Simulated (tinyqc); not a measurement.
Inputs raised by 2 %, one at a time: ballistic transport through the one-dimensional subbands of a rectangular nanowire or nanosheet channel. Computed by tinyqc, a small Python program. Command: `OMP_NUM_THREADS=1 python tinyqc.py 3010664 3010665 out.jsonl wire sens`. One thread of a shared host (Intel(R) Xeon(R) Processor @ 2.30GHz), about 0.03 s of CPU time with the checks.

Hard walls, parabolic subbands, transport along x. Energies are counted from the bulk conduction band edge at the top of the barrier, which the gate pulls down by U; the source Fermi level lies at the bulk edge when U = 0.

Inputs (values chosen for the exercise, modelled on GaN):
```
quantity,value,unit
mass m,0.2,m_0
height a,3.4,nm
width b,7.1,nm
equivalent oxide thickness t,2.2,nm
gate voltage above flat band V_G,0.54,V
drain voltage V_D,0.05,V
temperature T,77,K
mean free path for back-scattering lambda,13,nm
channel length L,13,nm
```

Valleys: single isotropic valley.

Constants: hbar^2/(2 m_0) = 3.80998212 eV angstrom^2; k_B = 8.617333262e-05 eV/K; m_0 = 9.1093837015e-31 kg; k_B = 1.380649e-23 J/K; hbar = 1.054571817e-34 J s; eps_0 = 8.8541878128e-12 F/m; e = 1.602176634e-19 C; h = 6.62607015e-34 J s.

Method:
- E_pq = (hbar^2 pi^2/2)(p^2/(m_y b^2) + q^2/(m_z a^2)); m_x = m_y = m_z = m, degeneracy g = 1; the 10 lowest subbands are kept.
- F_j(eta) = (1/Gamma(j + 1)) int_0^infinity x^j/(1 + exp(x - eta)) dx, F_0 = ln(1 + exp(eta)). Integrals over x = E/(k_B T) use 160 Gauss-Legendre points in u = sqrt(x) from 0 to sqrt(max(eta, 0) + 32).
- With degeneracy g = 1, eta_i = (U - E_i)/(k_B T) and u = e V_D/(k_B T): line density n = sum_i g sqrt(2 m_x k_B T/pi)/(2 hbar) [F_-1/2(eta_i) + F_-1/2(eta_i - u)]; gate: e n = C_ox (V_G - U/e), C_ox = 3.9 eps_0 2 (a + b)/t (flat-plate estimate); I = (2 e k_B T/h) sum_i g [F_0(eta_i) - F_0(eta_i - u)].
- Linear conductance G = (2 e^2/h) sum_i g f(eta_i), g = 1, f = 1/(1 + exp(-eta_i)), with the barrier frozen at the eta_i above; current per perimeter I/(2(a + b)); with scattering, transmission lambda/(lambda + L) and low-bias resistance (1 + L/lambda)/G.

Runs:
```
input moved,from,to,line density n (1/nm),mean velocity I/(e n) (1e7 cm/s),current per perimeter (microampere/micrometre),low-bias resistance with scattering (kiloohm)
base run,-,-,0.46586,0.57630,204.83,16.496
mass m (m_0),0.2,0.204,0.47493,0.57559,208.56,15.871
height a (nm),3.4,3.468,0.47776,0.57425,207.97,15.761
width b (nm),7.1,7.242,0.47659,0.58673,210.49,15.249
equivalent oxide thickness t (nm),2.2,2.244,0.45910,0.57805,202.47,16.974
drain voltage V_D (V),0.05,0.051,0.46547,0.58828,208.91,16.423
mean free path for back-scattering lambda (nm),13,13.26,0.46586,0.57630,204.83,16.334
channel length L (nm),13,13.26,0.46586,0.57630,204.83,16.661
```

Exponents ln(y'/y) / ln(x'/x):
```
input,line density n,mean velocity I/(e n),current per perimeter,low-bias resistance with scattering
mass m,0.975,-0.062,0.913,-1.952
height a,1.274,-0.179,0.769,-2.302
width b,1.150,0.906,1.378,-3.970
equivalent oxide thickness t,-0.738,0.153,-0.585,1.442
drain voltage V_D,-0.042,1.039,0.997,-0.224
mean free path for back-scattering lambda,0.000,0.000,0.000,-0.498
channel length L,0.000,0.000,0.000,0.502
```

To which inputs is each result most sensitive?

Among the inputs moved here: line density n answers most in size to height a (exponent +1.274), next to width b (+1.150); its exponent is below 0.0005 for mean free path for back-scattering lambda, channel length L. mean velocity I/(e n) answers most in size to drain voltage V_D (exponent +1.039), next to width b (+0.906); its exponent is below 0.0005 for mean free path for back-scattering lambda, channel length L. current per perimeter answers most in size to width b (exponent +1.378), next to drain voltage V_D (+0.997); its exponent is below 0.0005 for mean free path for back-scattering lambda, channel length L. low-bias resistance with scattering answers most in size to width b (exponent -3.970), next to height a (-2.302).
